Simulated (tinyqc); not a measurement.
# Capacitance measurement on a leaky thin oxide: effects of series resistance and leakage: what changes with what

The device is a capacitance C in parallel with a leakage conductance G, in series with Rs and Ls. An impedance meter reports either a parallel pair (Cp, Gp) from Y = 1/Z = Gp + i w Cp or a series pair (Cs, Rm) from Z = Rm + 1/(i w Cs); w = 2 pi f, dissipation D = Gp/(w |Cp|).

Inputs (values chosen for the exercise); values of the order met in thin-oxide MOS capacitors:
```
symbol,value,unit,meaning
eox,22.4,,relative permittivity of the gate insulator (close to hafnium oxide)
tox,4.8,nm,insulator thickness
A,2500,um^2,gate area
zc,0.54,nm,oxide-equivalent thickness added by the accumulation layer
zp,0,nm,oxide-equivalent thickness added by gate depletion
Jg,0.016,A/cm^2,"gate leakage current density, not matched to the thickness"
Vs,0.16,V,voltage for an e-fold rise of the leakage
Rs,53,ohm,series resistance
Ls,0,nH,series inductance
f,50000,Hz,measuring frequency
```

Constants: eps0 = 8.8541878128e-14 F/cm where lengths are in cm. Results are converted to the units shown.

Each table varies one quantity; the others keep the values above.

## Readings against frequency

EOT = 3.9 tox/eox; CET = EOT + zc + zp; C = 3.9 eps0 A/CET; G = Jg A/Vs. Z = Rs + i w Ls + 1/(G + i w C); CET read from Cp = 3.9 eps0 A/Cp; errors under 0.001 % are printed as 0.

The same in every row: C (pF) = 62.752.

Readings against frequency:

| f (Hz) | Cp (pF) | Cs (pF) | D | error of Cp (%) | error of Cs (%) | CET read from Cp (nm) |
|---|---|---|---|---|---|---|
| 1000 | 62.735 | 2585.6 | 6.3415 | -0.0265 | 4020 | 1.3761 |
| 3000 | 62.735 | 343.07 | 2.1139 | -0.0265 | 447 | 1.3761 |
| 10000 | 62.735 | 87.980 | 0.63436 | -0.0265 | 40.2 | 1.3761 |
| 30000 | 62.735 | 65.555 | 0.21201 | -0.0265 | 4.47 | 1.3761 |
| 1e5 | 62.735 | 63.004 | 0.065505 | -0.0269 | 0.402 | 1.3761 |
| 3e5 | 62.733 | 62.780 | 0.027407 | -0.0304 | 0.0447 | 1.3761 |
| 1e6 | 62.708 | 62.754 | 0.027238 | -0.0701 | 4.02e-3 | 1.3767 |
| 3e6 | 62.489 | 62.752 | 0.064804 | -0.418 | 0 | 1.3815 |
| 1e7 | 60.111 | 62.752 | 0.20960 | -4.21 | 0 | 1.4362 |
| 3e7 | 45.039 | 62.752 | 0.62712 | -28.2 | 0 | 1.9167 |

What does the table show?

D goes from 6.34 through a minimum of 0.0272 (at f = 1e6 Hz among the rows listed) to 0.627; without inductance its minimum lies at f = sqrt(G (1 + G Rs)/Rs)/(2 pi C) = 5.51e5 Hz. The error of Cp goes from -0.0265 to -28.2 % and that of Cs from 4020 to 0 %; at low frequency Cp tends to C/(1 + G Rs)^2 and Cs grows as 1 + (G/(w C))^2. One of the two readings is within 2 % of C for f = 1000, 3000, 10000, 30000, 1e5, 3e5, 1e6, 3e6, 1e7, 3e7 Hz. For f = 1000, 3000 D exceeds 1, where the accuracy of real meters degrades in proportion to sqrt(1 + D^2).

## Effect of the series resistance

Same model as above.

The same in every row: C (pF) = 62.75; Cs (pF) = 63.76.

Effect of the series resistance:

| Rs (ohm) | Cp (pF) | D | error of Cp (%) | error of Cs (%) | CET read from Cp (nm) |
|---|---|---|---|---|---|
| 1 | 62.75 | 0.1268 | 0 | 1.61 | 1.376 |
| 3 | 62.75 | 0.1269 | -1.50e-3 | 1.61 | 1.376 |
| 10 | 62.75 | 0.1270 | -5.00e-3 | 1.61 | 1.376 |
| 30 | 62.74 | 0.1274 | -0.0150 | 1.61 | 1.376 |
| 100 | 62.72 | 0.1288 | -0.0504 | 1.61 | 1.376 |
| 300 | 62.66 | 0.1328 | -0.153 | 1.61 | 1.378 |
| 1000 | 62.41 | 0.1468 | -0.537 | 1.61 | 1.383 |
| 3000 | 61.61 | 0.1869 | -1.82 | 1.61 | 1.401 |

As Rs goes from 1 to 3000, the error of Cp goes from 0 to -1.82 %, that of Cs from 1.61 to 1.61 %, and D rises from 0.127 to 0.187. The CET read from Cp goes from 1.38 to 1.40 nm against the true 1.38 nm. Rs does not enter the imaginary part of Z, so Cs does not depend on it.

tinyqc, about 0.01 s, one thread, Intel Xeon 2.30GHz (shared host): `OMP_NUM_THREADS=1 python tinyqc.py 2022123 2022124 out.jsonl`
